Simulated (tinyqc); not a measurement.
Configuration-coordinate model of a defect: Huang-Rhys factor and luminescence line shape: one step, computed by the program tinyqc. Command: `OMP_NUM_THREADS=1 python tinyqc.py 3012799 3012800 out.jsonl ccline walk`. One thread of a shared host (Intel(R) Xeon(R) Processor @ 2.30GHz), about 0.02 s of CPU time with the checks.

Ground state E_g(Q) = (1/2) omega_g^2 Q^2; excited state E_e(Q) = E_0 + (1/2) omega_e^2 (Q - dQ)^2 with omega_e = omega_g and E_0 = E_ZPL. Q is mass-weighted; the dipole does not depend on Q (Condon approximation).

Question. Emission lines at zero temperature. From the lowest excited level the line to ground level n lies at E_ZPL - n hbar omega_g with Franck-Condon weight exp(-S) S^n/n!; the emitted intensity carries a further factor E^3. S = S_g; up to eleven lines, of positive energy only, from n = max(0, integer part of S - 5).

Inputs (values chosen for the exercise, for a model defect in a wide-gap host): zero-phonon energy E_ZPL = 2.54 eV; ground-state phonon hbar omega_g = 98.4 meV.

Modes: equal frequencies in both states.

S_g = 2.942472

Give: Lines.

Answer.

Lines:

| n | energy (eV) | weight | intensity / largest |
|---|---|---|---|
| 0 | 2.5400 | 5.2735e-02 | 2.9422e-01 |
| 1 | 2.4416 | 1.5517e-01 | 7.6898e-01 |
| 2 | 2.3432 | 2.2829e-01 | 1.0000e+00 |
| 3 | 2.2448 | 2.2392e-01 | 8.6237e-01 |
| 4 | 2.1464 | 1.6472e-01 | 5.5456e-01 |
| 5 | 2.0480 | 9.6935e-02 | 2.8350e-01 |
| 6 | 1.9496 | 4.7538e-02 | 1.1994e-01 |
| 7 | 1.8512 | 1.9983e-02 | 4.3161e-02 |
| 8 | 1.7528 | 7.3499e-03 | 1.3476e-02 |
| 9 | 1.6544 | 2.4030e-03 | 3.7046e-03 |
| 10 | 1.5560 | 7.0707e-04 | 9.0691e-04 |

The weight peaks at n = 2 and the intensity at n = 2.
